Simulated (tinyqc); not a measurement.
Rotating the field: cyclotron resonance of ellipsoidal valleys, Si type.

Valleys along [100], [010], [001] (each with its opposite partner), mass ml along the axis and mt across it. B lies in the (1-10) plane, b = (sin(theta)/sqrt2, sin(theta)/sqrt2, cos(theta)). For the angle phi between B and the axis, 1/mc^2 = cos^2(phi)/mt^2 + sin^2(phi)/(mt ml). Resonance: h nu = 2 muB B/mc, h = 2 pi hbar.

Parameters, chosen for this exercise (out of a larger set: near those of Si; not measured data):
```
symbol  value                        unit     meaning
ml      0.925                        m0       longitudinal mass
mt      0.197                        m0       transverse mass
ths     (0, 20, 35, 50, 65, 80, 90)  degrees  angles
```

mc against theta; [100] and [010] stay equal in this plane.

Cyclotron masses (m0):
```
theta (degrees),[100],[001]
0,0.4269,0.1970
20,0.3871,0.2067
35,0.3366,0.2288
50,0.2957,0.2685
65,0.2690,0.3313
80,0.2555,0.4049
90,0.2530,0.4269
```

All valleys give one line at theta = 54.7 degrees, B along [111], with mc = 0.2857. The [001] pair goes from mt to sqrt(ml mt), a factor 2.17; the other four only fall from sqrt(ml mt) to 0.2530, since their angle to B never drops below 45 degrees.

tinyqc: `OMP_NUM_THREADS=1 python tinyqc.py 1250973 1250974 out.jsonl`; about 0.01 s, one thread, shared Intel(R) Xeon(R) Processor @ 2.30GHz.
